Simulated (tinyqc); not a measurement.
Inside a calculation. Model: correction of a charged-defect supercell by a model charge and potential alignment (plane-averaged potentials). Computed by tinyqc, a small Python program that keeps every step. Command: `OMP_NUM_THREADS=1 python tinyqc.py 3110403 3110404 out.jsonl align walk`. One thread of a shared host (Intel(R) Xeon(R) Processor @ 2.30GHz), about 0.01 s of CPU time with the checks. Intermediate numbers are printed to about 7 digits and carried at full precision; extremes and crossings named in words are read from the listed rows.

The "true" defect charge is (1 - x) q in a Gaussian of width sigma plus x q in one of width sigma_t, so the exact answer is known; the correction sees only a single model Gaussian of width sigma_m. A Gaussian of width s has the transform rho(G) = exp(-G^2 s^2/2), normalised to 1. A uniform background cancels q, so G = 0 is left out. Potentials are those felt by a unit positive charge. E_0 is the formation energy of the isolated defect, E_cell its value in the supercell, E_lat = E_iso - E_per of the model charge, C the true less the model potential far from the defect; the exact correction is E_0 - E_cell, and the error of a scheme is E_cell plus its correction less E_0.

Inputs (values chosen for the exercise, with screening close to that of 4H-SiC):

| quantity | value | unit |
|---|---|---|
| defect charge q | -1 | e |
| dielectric constant eps | 9.66 | - |
| edge of the cubic cell L | 15.6 | angstrom |
| width sigma of the true defect charge | 1.2 | angstrom |
| width sigma_m of the model charge | 0.91 | angstrom |
| share x of the charge in a wide tail | 0.1 | - |
| width sigma_t of the tail | 2.4 | angstrom |
| formation energy of the isolated defect E_0 | 1.9 | eV |

Constants: e^2/(4 pi eps_0) = 14.39964548 eV angstrom.

## The supercell energy and its true error

Periodic energy E_per = (2 pi q^2/(eps L^3)) (e^2/(4 pi eps_0)) sum_(G != 0) rho(G)^2/G^2, G = (2 pi/L)(n1, n2, n3), |n_i| <= 16. Isolated energy: two Gaussians of charges q_a, q_b and widths a, b interact by q_a q_b (e^2/(4 pi eps_0 eps)) sqrt(2/pi)/sqrt(a^2 + b^2), and the self-energy is half the sum over pairs. Supercell value E_cell = E_0 + E_per - E_iso for the true charge.

E_iso, true charge = 0.3254845 eV

E_per, true charge = 0.1945449 eV

E_cell = 1.769060 eV

exact correction = 0.1309396 eV

## Lattice energy of the model charge

E_lat = E_iso - E_per for the model charge; point-charge value alpha q^2 e^2/(4 pi eps_0 eps 2 L) with alpha = 2.837297.

E_iso, model = 0.4620919 eV

E_per, model = 0.3285769 eV

E_lat = 0.1335150 eV

point-charge value = 0.1355579 eV

## Plane-averaged potentials

Plane-averaged potential at distance z from the defect: V(z) = (4 pi q/(eps L^3)) (e^2/(4 pi eps_0 e)) sum_(m != 0) rho(G_m) cos(G_m z)/G_m^2, G_m = 2 pi m/L, |m| <= 40.

Potentials (V):

| z/L | z (angstrom) | true | model | difference |
|---|---|---|---|---|
| 0.00 | 0.00 | -0.06414855 | -0.07416328 | 0.01001473 |
| 0.05 | 0.78 | -0.05849438 | -0.06598431 | 0.00748993 |
| 0.10 | 1.56 | -0.04399287 | -0.04683547 | 0.00284260 |
| 0.15 | 2.34 | -0.02571344 | -0.02544580 | -0.00026764 |
| 0.20 | 3.12 | -0.00765817 | -0.00604012 | -0.00161805 |
| 0.25 | 3.90 | 0.00830714 | 0.01046518 | -0.00215804 |
| 0.30 | 4.68 | 0.02157843 | 0.02397371 | -0.00239529 |
| 0.35 | 5.46 | 0.03197794 | 0.03448045 | -0.00250252 |
| 0.40 | 6.24 | 0.03943715 | 0.04198527 | -0.00254812 |
| 0.45 | 7.02 | 0.04392276 | 0.04648816 | -0.00256539 |
| 0.50 | 7.80 | 0.04541943 | 0.04798912 | -0.00256969 |

The difference moves by 0.02 mV between z/L = 0.4 and 0.5: a plateau.

## Alignment and corrected energy

C = difference at z = L/2; E_corr = E_cell + E_lat - q C. For charges that have died out at L/2, C = (2 pi q/(eps L^3)) (e^2/(4 pi eps_0 e)) (<s^2> - sigma_m^2), <s^2> = (1 - x) sigma^2 + x sigma_t^2.

alignment C = -0.002569691 V

C, closed form = -0.002575370 V

E_corr = 1.900006 eV

error with alignment (rounded to 1e-4 meV) = 0.0057 meV

error without alignment = 2.575357 meV

error with the point-charge term alone = 4.618312 meV

error without correction = -130.9396 meV

Errors are measured against E_0. Alignment cuts the error of the model charge from 2.6 to 0.0057 meV.

## Errors against cell size

Schemes: none; point-charge term alpha q^2 e^2/(4 pi eps_0 eps 2 L), alpha = 2.837297; E_lat of the model; E_lat - q C with C at z = L/2.

Error against E_0 (meV):

| L (angstrom) | none | point charge | model charge | model and alignment |
|---|---|---|---|---|
| 10.9 | -180.4797 | 13.52975 | 7.540732 | 0.2928577 |
| 13.3 | -151.5481 | 7.45219 | 4.155494 | 0.0423077 |
| 15.6 | -130.9396 | 4.61831 | 2.575357 | 0.0056667 |
| 18.7 | -110.4045 | 2.68122 | 1.495163 | 0.0002900 |

Between the last two rows the uncorrected error scales as L^-0.94 and the point-charge remainder as L^-3.00. With alignment the error is +0.3 meV in the smallest cell and 0.00 meV in the largest.

Checks made by the program: E_lat against the point-charge value less 2 pi q^2 sigma_m^2 e^2/(4 pi eps_0 eps L^3) (relative difference 2e-07).
